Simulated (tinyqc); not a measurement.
Inside a calculation. Method: Hubbard ring of 6 sites. Computed by tinyqc, a small Python program that keeps every step. Settings: hopping = 1.88, U = 7.3, mixing = 1, iteration cap = 71. Command: `OMP_NUM_THREADS=1 python tinyqc.py 26998 26999 out.jsonl` (the two numbers bound the seeds that draw the settings). One thread of a shared host (Intel(R) Xeon(R) Processor @ 2.60GHz), about 0.2 s of CPU time with the checks. Later iterations appear only in the table of the cycle.

## Mean-field iteration 1

one-body matrix (hopping and site energies) (eV):
```
           1          2          3          4          5          6
1  -0.290000  -1.880000   0.000000   0.000000   0.000000  -1.880000
2  -1.880000   1.000000  -1.880000   0.000000   0.000000   0.000000
3   0.000000  -1.880000   0.670000  -1.880000   0.000000   0.000000
4   0.000000   0.000000  -1.880000   0.660000  -1.880000   0.000000
5   0.000000   0.000000   0.000000  -1.880000   0.620000  -1.880000
6  -1.880000   0.000000   0.000000   0.000000  -1.880000   0.070000
```

U = 7.300000 eV

electrons, up and down: 3  3

mixing = 1

n(up) at the start (a guess, not normalised): 1 0.950000, 2 0.050000, 3 0.950000, 4 0.050000, 5 0.950000, 6 0.050000

n(down) at the start (a guess): 1 0.050000, 2 0.950000, 3 0.050000, 4 0.950000, 5 0.050000, 6 0.950000

H(up) = T + U n(down), H(down) = T + U n(up); fill the lowest levels; n(new) = n + mixing (n(out) - n); E = tr T (rho up + rho down) + U sum n_up n_down of the output.

levels, up (eV): -1.125063  0.071102  0.503875  7.679464  8.229067  9.271554

levels, down (eV): -0.917738  0.261507  0.686422  7.408888  8.071703  9.119218

energy = -2.714865 eV

n(up) after iteration 1: 1 0.914326, 2 0.086714, 3 0.901056, 4 0.099839, 5 0.893281, 6 0.104783

n(down) after iteration 1: 1 0.122081, 2 0.879090, 3 0.103018, 4 0.897536, 5 0.096653, 6 0.901623

## Mean-field iteration 2

As before.

levels, up (eV): -0.797258  0.429447  0.810212  7.379805  7.837375  8.970419

levels, down (eV): -0.674844  0.573416  0.929328  7.186870  7.733630  8.881601

energy = -2.765485 eV

n(up) after iteration 2: 1 0.896661, 2 0.105038, 3 0.882380, 4 0.116316, 5 0.876273, 6 0.123331

n(down) after iteration 2: 1 0.138794, 2 0.863144, 3 0.118413, 4 0.880063, 5 0.113822, 6 0.885764

## Mean-field iteration 3

As before.

levels, up (eV): -0.719497  0.529052  0.907753  7.283538  7.734400  8.894754

levels, down (eV): -0.594235  0.678280  1.034143  7.084548  7.625340  8.801924

energy = -2.772303 eV

n(up) after iteration 3: 1 0.891491, 2 0.110259, 3 0.876254, 4 0.122530, 5 0.869489, 6 0.129977

n(down) after iteration 3: 1 0.147332, 2 0.854730, 3 0.125253, 4 0.873268, 5 0.120162, 6 0.879255

## Convergence

Each step fills the lowest levels of T + U n(other spin) and sets n(new) = n + mixing (n(out) - n); stop when output and input agree to 1e-8.

Course of the cycle:
```
iteration       E (eV)  largest |n(out) - n(in)|  mean |n_up - n_down|
1          -2.71486473                  7.21e-02              0.795637
2          -2.76548521                  1.87e-02              0.761428
3          -2.77230296                  8.54e-03              0.748162
4          -2.77337988                  2.94e-03              0.742848
5          -2.77356032                  1.39e-03              0.740645
6          -2.77359128                  5.07e-04              0.739735
7          -2.77359664                  2.38e-04              0.739354
8          -2.77359757                  8.86e-05              0.739195
9          -2.77359773                  4.13e-05              0.739129
10         -2.77359776                  1.55e-05              0.739102
11         -2.77359777                  7.18e-06              0.739090
12         -2.77359777                  2.70e-06              0.739085
13         -2.77359777                  1.25e-06              0.739083
14         -2.77359777                  4.72e-07              0.739082
15         -2.77359777                  2.18e-07              0.739082
16         -2.77359777                  8.24e-08              0.739082
17         -2.77359777                  3.80e-08              0.739082
18         -2.77359777                  1.44e-08              0.739082
19         -2.77359777                  6.63e-09              0.739082
```

local moments n_up - n_down: 1 0.734870, 2 -0.735234, 3 0.742059, 4 -0.741828, 5 0.740315, 6 -0.740183

Converged in 19 iterations. Before convergence this energy mixes input and output and is not variational, so it may rise towards its limit.

## Exact diagonalisation (400 states)

Lowest levels of the sector, and the double occupancy of the lowest state.

lowest levels (eV): -4.350295  -2.843377  -2.121883  -1.961922  -1.955938  -1.308699

double occupancy per site = 0.116092

The mean-field solution above lies 1.5767 eV above the exact energy.

## The lowest level by Lanczos steps

From a random start vector (not printed): a_j = <q_j|H|q_j>, b_j = norm of the remainder after orthogonalising; the Ritz value is the lowest eigenvalue of the tridiagonal matrix of a and b so far.

Lanczos:
```
j    a_j (eV)  b_j (eV)  lowest Ritz value (eV)
1    8.644804  9.123437              8.64480352
2    9.818934  9.514552              0.08956285
3   12.345943  8.615661             -3.11467483
4   14.983281  8.527219             -4.01949953
5   16.602074  9.179769             -4.25215178
6   16.832679  8.072193             -4.32202614
7   15.032287  8.465994             -4.33995684
8   13.949798  8.742931             -4.34603679
9   14.338709  8.730800             -4.34862959
10  15.209736  7.780365             -4.34972641
```
